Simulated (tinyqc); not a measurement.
Strain-driven roughening and islands of a mismatched epitaxial film. Changing the ripple wavelength over the critical one. Computed by tinyqc, a small Python program. Command: `OMP_NUM_THREADS=1 python tinyqc.py 3004374 3004375 out.jsonl island sweep`. One thread of a shared host (Intel(R) Xeon(R) Processor @ 2.30GHz), about 0.01 s of CPU time with the checks.

Film and substrate share isotropic elastic constants; the film is coherent and biaxially strained.

Inputs (values chosen for the exercise, modelled on GaN on AlN):
```
quantity,value,unit
misfit |f|,0.0237,-
shear modulus G,117,GPa
Poisson ratio nu,0.19,-
surface energy gamma,1.73,J/m^2
surface mobility D_s nu_s Omega^2/(k_B T),1.3e-32,m^6/(J s)
initial ripple amplitude A0,0.28,nm
```

Transport: surface diffusion.

Method. M = 2 G (1 + nu)/(1 - nu); stress = M f; energy density w = M f^2. A ripple A cos(k x) has the surface chemical potential per volume [gamma k^2 - 2 (1 + nu) w k] A cos(k x), so k_c = 2 (1 + nu) w/gamma. With surface diffusion the amplitude grows at the rate q = B k^2 [2 (1 + nu) w k - gamma k^2], fastest at k_m = (3/4) k_c. B is the surface mobility. Stress at the trough = stress x (1 + 2 k A).

One run for each value:
```
ripple wavelength over the critical one,q over the largest rate,k (1/nm),stress concentration at A0
0.8,-4.6296e+00,0.33206,1.1860
1.0,4.9516e-11,0.26565,1.1488
1.3,9.9592e-01,0.20434,1.1144
1.7,7.9465e-01,0.15626,1.0875
2.2,4.8570e-01,0.12075,1.0676
2.9,2.5471e-01,0.09160,1.0513
3.7,1.3659e-01,0.07180,1.0402
4.8,6.7873e-02,0.05534,1.0310
6.2,3.3367e-02,0.04285,1.0240
8.0,1.6204e-02,0.03321,1.0186
```

Over the rows, q over the largest rate goes from -4.63 through a maximum among these rows, 0.996 at 1.30, to 0.0162; k (1/nm) falls from 0.332 to 0.0332 (exponent d ln y / d ln x about -1.0 throughout); stress concentration at A0 falls from 1.19 to 1.02 (exponent d ln y / d ln x -0.14 between the first rows and -0.021 between the last). The rate is negative below the critical wavelength, where surface energy wins, and falls again at long wavelength, as k^3, since atoms must diffuse farther.

Extremes, crossings and ranges named in words are read from the listed rows.
